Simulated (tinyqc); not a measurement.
Inside a calculation. Model: decay of LO phonons and the hot-phonon bottleneck in the cooling of electrons. Computed by tinyqc, a small Python program that keeps every step. Command: `OMP_NUM_THREADS=1 python tinyqc.py 3017919 3017920 out.jsonl hotphonon walk`. One thread of a shared host (Intel(R) Xeon(R) Processor @ 2.30GHz), about 0.01 s of CPU time with the checks. Intermediate numbers are printed to about 6 digits and carried at full precision; extremes and crossings named in words are read from the listed rows.

n(E, T) = 1/(exp(E/(k_B T)) - 1) is the Bose occupation. Electrons have a temperature T_e; the LO modes within their reach share one occupation N; the decay products stay at the lattice temperature.

Inputs (values chosen for the exercise, modelled on zinc oxide):
```
quantity                                             value    unit
LO energy hbar omega                                  71.6     meV
lifetime at T = 0, tau_0                               1.5      ps
share f of the energy in the softer product           0.25       -
lattice temperature T                                  300       K
electron mass m*                                     0.293     m_0
eps_inf                                               3.62       -
static dielectric constant eps_s                      8.42       -
electron density n                                 7.7e+17  1/cm^3
density of LO modes that the electrons reach, N_m  4.3e+18  1/cm^3
power supplied per electron P                          5.1      nW
step factor                                            0.6       -
```

Decay channel: two unequal phonons (Ridley).

Constants: k_B = 8.617333262e-05 eV/K; c = 299792458 m/s; e^2/(4 pi eps_0) = 14.39964548 eV angstrom; hbar^2/(2 m_0) = 3.80998212 eV angstrom^2; hbar = 6.582119569e-16 eV s; e = 1.602176634e-19 C; k_B = 1.380649e-23 J/K.

## Lifetime and Raman width

Decay rate 1/tau = (1/tau_0) [1 + n(f hbar omega) + n((1 - f) hbar omega)]. Full width Gamma = 1/(2 pi c tau) in 1/cm, c in cm/s.

thermal factor tau_0/tau = 2.14471

phonon lifetime tau = 0.699394 ps

Raman width Gamma = 7.59062 1/cm

equilibrium LO occupation N_0 = 0.0668787

Stimulated decay shortens the lifetime by 53 %.

## Spontaneous emission time

Froehlich coupling alpha = (e^2/(4 pi eps_0)) (1/eps_inf - 1/eps_s) k_0/(2 hbar omega), k_0 = sqrt(m* hbar omega/(hbar^2/(2 m_0))); emission time tau_sp = hbar/(2 alpha hbar omega); bottleneck ratio r = (n/N_m) tau/tau_sp.

alpha = 1.17506

emission time tau_sp = 3.91169 fs

bottleneck ratio r = 32.0169

r compares the rate at which electrons exchange quanta with a mode to its decay rate. Exchange outruns decay, so a hot population builds up if the power is high enough. Caution: alpha is above 1/2, so hbar/tau_sp exceeds hbar omega and the emission time, a weak-coupling result, is only rough.

## Electron and phonon temperatures in closed form

Net emission per electron: [(N + 1) x - N]/tau_sp with x = exp(-hbar omega/(k_B T_e)), a simple two-level balance; steady state of the modes: n [(N + 1) x - N]/tau_sp = N_m (N - N_0)/tau; power per electron P = hbar omega [(N + 1) x - N]/tau_sp. With p = P tau_sp/(hbar omega): N = N_0 + r p and x = (p + N)/(N + 1); without hot phonons N = N_0. The mode temperature T_LO solves n(hbar omega, T_LO) = N.

reduced power p = 0.00173905

LO occupation N = 0.122558

electron temperature T_e = 377.555 K

T_e without hot phonons = 302.807 K

mode temperature T_LO = 375.153 K

Hot phonons raise T_e by 75 K. T_LO lies close to T_e: electrons and LO modes form one hot system, cooled only by the decay.

## The same balance by iteration

Eliminating N gives P(T_e) = (hbar omega/tau_sp) [(N_0 + 1) x - N_0]/[1 + r (1 - x)]. Newton steps on ln P against ln T_e, times the step factor, each limited to 0.7 in ln T_e and to keeping a fifth of T_e - T; start at 1.5 T; stop when |ln(P/P(T_e))| < 1e-9 or after 40 steps.

Iterations:
```
step  T_e (K)  P(T_e) (nW)  ln(P/P(T_e))
0     450.000      10.6420  -7.35566e-01
1     395.172       6.3910  -2.25645e-01
2     383.716       5.5468  -8.39725e-02
3     379.903       5.2697  -3.27263e-02
4     378.477       5.1665  -1.29599e-02
5     377.921       5.1264  -5.16352e-03
6     377.701       5.1105  -2.06216e-03
7     377.614       5.1042  -8.24348e-04
8     377.579       5.1017  -3.29657e-04
...       ...          ...           ...
14    377.555       5.1000  -1.35005e-06
15    377.555       5.1000  -5.40019e-07
16    377.555       5.1000  -2.16008e-07
17    377.555       5.1000  -8.64031e-08
18    377.555       5.1000  -3.45612e-08
19    377.555       5.1000  -1.38245e-08
20    377.555       5.1000  -5.52980e-09
21    377.555       5.1000  -2.21192e-09
22    377.555       5.1000  -8.84767e-10
```

converged (1 yes, 0 no) = 1

T_e from the iteration = 377.555 K

Converged at step 22.

## Energy relaxation with and without hot phonons

P(T_e) = (hbar omega/tau_sp) [(N_0 + 1) x - N_0]/[1 + r (1 - x)], and r = 0 without hot phonons; energy relaxation time tau_E = (3/2) k_B (T_e - T)/P.

Cooling:
```
T_e (K)  P, cold phonons (nW)  P, hot phonons (nW)    ratio  tau_E (ps)          N
330                   56.1557              1.84508  30.4353    0.336728  0.0870223
380                   155.246              5.27666  29.4213    0.313983   0.124486
450                   297.598              10.6420  27.9646    0.291906   0.183062
600                   587.227              23.4883  25.0008    0.264511   0.323311
800                   911.292              42.0249  21.6846    0.246399   0.525683
1100                  1273.91              70.8757  17.9739    0.233758   0.840661
1600                  1665.29              119.214  13.9689    0.225835    1.36839
2300                  1984.00              185.292  10.7075    0.223537    2.08979
```

Reabsorption cuts the loss by a factor 30.4 at the lowest T_e and 10.7 at the highest; the factor is 1 + r (1 - x) with r = 32.0. tau_E runs from 0.34 to 0.22 ps, with its shortest value, 0.22 ps, at T_e = 2300 K, against tau_sp = 3.9 fs and a phonon lifetime of 0.70 ps. For r (1 - x) much above 1 the loss tends to hbar omega (N_m/n)(n(hbar omega, T_e) - N_0)/tau, in which tau_sp no longer appears. Pauli blocking is left out, as are upper valleys and non-parabolic bands, which can matter above about 1000 K.

Checks made by the program: iteration against the closed form (relative difference 2e-10).
